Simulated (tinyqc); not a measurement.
Inside a calculation. Method: extended Hueckel theory, for BeH2+. The parameters take no account of the charge, which enters only through the electron count. Computed by tinyqc, a small Python program that keeps every step (integrals from PySCF). Settings: charge = 1, K = 1.5, multiplicity = 2. Command: `OMP_NUM_THREADS=1 python tinyqc.py 30035 30036 out.jsonl` (the two numbers bound the seeds that draw the settings). One thread of a shared host (Intel(R) Xeon(R) Processor @ 2.60GHz), about 0.01 s of CPU time with the checks.

## Overlaps

Geometry (angstrom):
```
atom         x          y         z
Be    0.000000   0.000000  0.000000
H     0.000000   1.354000  0.067000
H     0.000000  -1.354000  0.067000
```

Parameters chosen for this run:
```
element  shell  Slater exponent   H_ii (eV)
H           1s         1.300000  -13.600000
Be          2s         0.975000  -10.000000
Be          2p         0.975000   -6.000000
```

Slater orbitals, each expanded in six Gaussians scaled to its exponent.

overlap S, order 1Be 2s, 1Be 2px, 1Be 2py, 1Be 2pz, 2H 1s, 3H 1s:
```
[[1.000000, 0.000000, 0.000000, 0.000000, 0.447741, 0.447741],
 [0.000000, 1.000000, 0.000000, 0.000000, 0.000000, 0.000000],
 [0.000000, 0.000000, 1.000000, 0.000000, 0.538624, -0.538624],
 [0.000000, 0.000000, 0.000000, 1.000000, 0.026653, 0.026653],
 [0.447741, 0.000000, 0.538624, 0.026653, 1.000000, 0.028929],
 [0.447741, 0.000000, -0.538624, 0.026653, 0.028929, 1.000000]]
```

## Wolfsberg-Helmholz matrix

diagonal H_ii (eV): [-10.000000, -6.000000, -6.000000, -6.000000, -13.600000, -13.600000]

K = 1.500000

H_ij = K' S_ij (H_ii + H_jj)/2 for i != j (the diagonal keeps H_ii), with K' = 1.5.

H (eV), order 1Be 2s, 1Be 2px, 1Be 2py, 1Be 2pz, 2H 1s, 3H 1s:
```
[[-10.000000, 0.000000, 0.000000, 0.000000, -7.925019, -7.925019],
 [0.000000, -6.000000, 0.000000, 0.000000, 0.000000, 0.000000],
 [0.000000, 0.000000, -6.000000, 0.000000, -7.917775, 7.917775],
 [0.000000, 0.000000, 0.000000, -6.000000, -0.391795, -0.391795],
 [-7.925019, 0.000000, -7.917775, -0.391795, -13.600000, -0.590154],
 [-7.925019, 0.000000, 7.917775, -0.391795, -0.590154, -13.600000]]
```

## Orbitals

valence electrons = 3

Solve H C = S C e through S^(-1/2); fill by pairs from the bottom, a degenerate level sharing its electrons equally; each orbital has its largest coefficient positive (the first on a tie).

orbital energies (eV): [-14.603093, -13.510075, -6.018640, -6.000000, -1.719075, 8.962286]

occupations: [2.000000, 1.000000, 0.000000, 0.000000, 0.000000, 0.000000]

coefficients, order 1Be 2s, 1Be 2px, 1Be 2py, 1Be 2pz, 2H 1s, 3H 1s:
```
[[0.322039, 0.000000, -0.105244, 0.000000, 1.234959, 0.000000],
 [0.000000, 0.000000, 0.000000, 1.000000, 0.000000, 0.000000],
 [0.000000, 0.111603, 0.000000, 0.000000, 0.000000, 1.572299],
 [0.000321, 0.000000, 0.994447, 0.000000, 0.115508, 0.000000],
 [0.534531, 0.653859, 0.040057, 0.000000, -0.714616, -0.922913],
 [0.534531, -0.653859, 0.040057, 0.000000, -0.714616, 0.922913]]
```

sum of one-electron energies = -42.716262 eV

## Mulliken analysis

P = C n C^T; charge = valence electrons (H 1, Be 2) minus the sum of (P S)_ii on the atom; overlap population = 2 sum P_ij S_ij between two atoms.

charges: [1.393204, -0.196602, -0.196602]

Overlap populations:
```
pair     value
2-1   0.386923
3-1   0.386923
3-2   0.008327
```
